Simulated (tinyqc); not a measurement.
From results back to parameters: zigzag graphene nanoribbon in tight binding. Four cases, with inputs chosen for the exercise.

Problem. The edge state of a wide zigzag ribbon has weight 1 - x^2 on the edge site, x = 2 cos(k/2), and its amplitude falls by x from chain to chain, 1.5 acc apart. The weight below belongs to a hidden k between 2 pi/3 and pi.

Find: k; decay length.

Method. x = sqrt(1 - weight), k = 2 arccos(x/2), decay length = -1.5 acc/ln x.

Case 1.

Values chosen (out of a larger set: near those used for graphene; not measured data): acc = 1.42 angstrom (bond length).

edge weight = 0.741970

Solution.

k = 2.628
decay length = 3.145 angstrom

Case 2.

Values chosen (out of a larger set: near those used for graphene; not measured data): acc = 1.42 angstrom (bond length).

edge weight = 0.602287

Solution.

k = 2.500
decay length = 4.620 angstrom

Case 3.

Values chosen (out of a larger set: near those used for graphene; not measured data): acc = 1.42 angstrom (bond length).

edge weight = 0.822413

Solution.

k = 2.717
decay length = 2.465 angstrom

Case 4.

Values chosen (out of a larger set: near those used for graphene; not measured data): acc = 1.42 angstrom (bond length).

edge weight = 0.892349

Solution.

k = 2.812
decay length = 1.911 angstrom

Computed by tinyqc, one run a case: `OMP_NUM_THREADS=1 python tinyqc.py N N+1 out.jsonl` with N = 1450902, 1450927, 1451019, 1451032; one thread of a shared Intel(R) Xeon(R) Processor @ 2.30GHz, about 0.01 s a run at most.
